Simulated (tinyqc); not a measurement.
Inside a calculation. Model: microkinetic model of a Langmuir-Hinshelwood surface reaction A + (1/2) B2 = AB with Bronsted-Evans-Polanyi barriers. Computed by tinyqc, a small Python program that keeps every step. Command: `OMP_NUM_THREADS=1 python tinyqc.py 3007467 3007468 out.jsonl microkin walk`. One thread of a shared host (Intel(R) Xeon(R) Processor @ 2.30GHz), about 0.01 s of CPU time with the checks. Intermediate numbers are printed to about 7 digits and carried at full precision; extremes and crossings named in words are read from the listed rows.

A adsorbs in equilibrium; B2 dissociates irreversibly on two free sites; adsorbed A and B react irreversibly and AB leaves at once. theta_A + theta_B + theta_* = 1.

Inputs (values chosen for the exercise, for a model catalyst):
```
quantity                               value   unit
adsorption energy of A, E_A           -0.898     eV
adsorption energy per B atom, E_B     -0.722     eV
entropy loss of A, S_A                   1.7  meV/K
entropy loss of B2, S_B                  1.9  meV/K
slope a1 of the dissociation barrier    0.79      -
intercept b1                             1.1     eV
slope a2 of the reaction barrier        0.49      -
intercept b2                            0.22     eV
pressure p_A                          0.0028    bar
pressure p_B                            0.16    bar
temperature T                            800      K
```

Solver: Newton.

Constants: k_B = 8.617333262e-05 eV/K; hbar = 6.582119569e-16 eV s.

## Constants

K_A = exp(-(E_A + T S_A)/(k_B T)) per bar; barriers E1 = max(b1 + a1 2 E_B, 0), E2 = b2 - a2 (E_A + E_B); k1 = (k_B T/h) exp(-S_B/k_B) exp(-E1/(k_B T)) per bar, k2 = (k_B T/h) exp(-E2/(k_B T)), h = 2 pi hbar.

barrier E1 = 0 eV

barrier E2 = 1.0138 eV

K_A = 0.001228933 1/bar

k1 = 4429.337 1/(bar s)

k2 = 6843186 1/s

Caution: the linear relation gives a negative E1, which is set to zero: dissociation is not activated.

## Steady state in closed form

theta_A = K_A p_A theta_*; 2 k1 p_B theta_*^2 = k2 theta_A theta_B, so theta_B = w theta_* with w = 2 k1 p_B/(k2 K_A p_A); theta_* = 1/(1 + K_A p_A + w); rate r = k2 theta_A theta_B.

w = 60.19275

theta_* = 0.01634180

theta_A = 5.623233e-08

theta_B = 0.9836581

rate r = 0.3785198 1/s per site

The surface is covered by B, and the reaction step limits. Caution: B is close to or above its equilibrium coverage with B2 gas, so leaving out the desorption of B2 is not justified.

## Iterative solution

Unknown y = theta_B, theta_* = (1 - y)/(1 + K_A p_A). Newton steps on G(y) = 2 k1 p_B theta_* - k2 K_A p_A y, the balance divided by theta_*, would end in one step; the program uses the undivided F(y) = theta_* G(y): y(new) = y - F/F', start y = 0. Stop when the change is below 1e-10, after 80 steps at most.

Course of the iteration:
```
step       y in      y new        change
1     0.0000000  0.4958809  4.958809e-01
2     0.4958809  0.7437877  2.479068e-01
3     0.7437877  0.8676738  1.238861e-01
4     0.8676738  0.9294826  6.180877e-02
5     0.9294826  0.9601204  3.063783e-02
6     0.9601204  0.9749220  1.480157e-02
7     0.9749220  0.9814011  6.479120e-03
8     0.9814011  0.9834139  2.012803e-03
9     0.9834139  0.9836546  2.407179e-04
10    0.9836546  0.9836581  3.544271e-06
11    0.9836581  0.9836581  7.686919e-10
12    0.9836581  0.9836581             0
```

theta_B at the end = 0.9836581

last change = 0

Converged in 12 steps to the closed form.

## Orders and rate control

From r = 2 k1 p_B theta_*^2: order in p_B and degree of control of step 1 = 1 - 2 theta_B; control of step 2 = 2 theta_B; order in p_A = 2 (theta_B - theta_A). Apparent energy = (E1 + k_B T)(1 - 2 theta_B) + (E2 + k_B T) 2 theta_B + E_A x order in p_A.

order in p_B, X1 = -0.9673163

X2 = 1.967316

order in p_A = 1.967316

apparent activation energy = 0.2967540 eV

## Rate against the binding of B

The formulas are those given above.

Changing E_B at fixed E_A:
```
E_B (eV)  E1 (eV)  E2 (eV)       theta_*       theta_A       theta_B    log10 r
-2.40           0  1.83602  1.098241e-07  3.779061e-13  9.999999e-01  -10.76712
-2.10           0  1.68902  9.263106e-07  3.187445e-12  9.999991e-01   -8.91500
-1.80           0  1.54202  7.812911e-06  2.688432e-11  9.999922e-01   -7.06289
-1.50           0  1.39502  6.589415e-05  2.267425e-10  9.999341e-01   -5.21082
-1.25           0  1.27252  3.894237e-04  1.340011e-09  9.996106e-01   -3.66767
-1.00           0  1.15002  2.297780e-03  7.906689e-09  9.977022e-01   -2.12589
-0.75           0  1.02752  1.343230e-02  4.622071e-08  9.865677e-01   -0.59221
-0.50       0.310  0.90502  8.783715e-01  3.022486e-06  1.216255e-01    1.08593
-0.25       0.705  0.78252  9.999205e-01  3.440738e-06  7.606857e-05   -1.28988
0.00        1.100  0.66002  9.999965e-01  3.441000e-06  4.179572e-08   -3.77821
```

The rate is highest at E_B = -0.5 eV among these rows, where theta_B = 0.12. On the weak-binding side log10 r falls by 10.0 per eV, from the dissociation barrier (2 a1/(k_B T ln 10) = 10.0). On the strong-binding side B fills the surface and the rate falls again: the Sabatier volcano. Caution: in some rows B is close to or above its equilibrium coverage with B2 gas; desorption of B2, left out here, would change these rates and can move the peak.

Checks made by the program: iteration against the closed form (relative difference below 1e-10); apparent energy against a finite difference (on the scale of E2) (relative difference below 1e-10).
